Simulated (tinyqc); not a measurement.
# Absorption coefficient and reflectance from two thicknesses

Problem. With transparent contact layers the responsivity is (1 - Rf)(1 - exp(-al wi)) q lam/(h c). The second absorber is twice as thick as the first. Find al and Rf.

Values chosen for this exercise: wavelength lam = 532 nm.

Constants: q = 1.602176634e-19 C, h = 6.62607015e-34 J s, c = 299792458 m/s. Results are converted to the units shown.

responsivity for wi = 0.75 and 1.5 um (A/W): 0.13821689  0.21283059

Answer. The ratio of the responsivities is 1 + exp(-al w1), which gives al; either value then gives 1 - Rf.

al = 8220 1/cm
Rf = 0.3000

Program tinyqc, `OMP_NUM_THREADS=1 python tinyqc.py 2250107 2250108 out.jsonl`; Intel Xeon 2.30GHz, shared host, one thread, about 0.01 s.
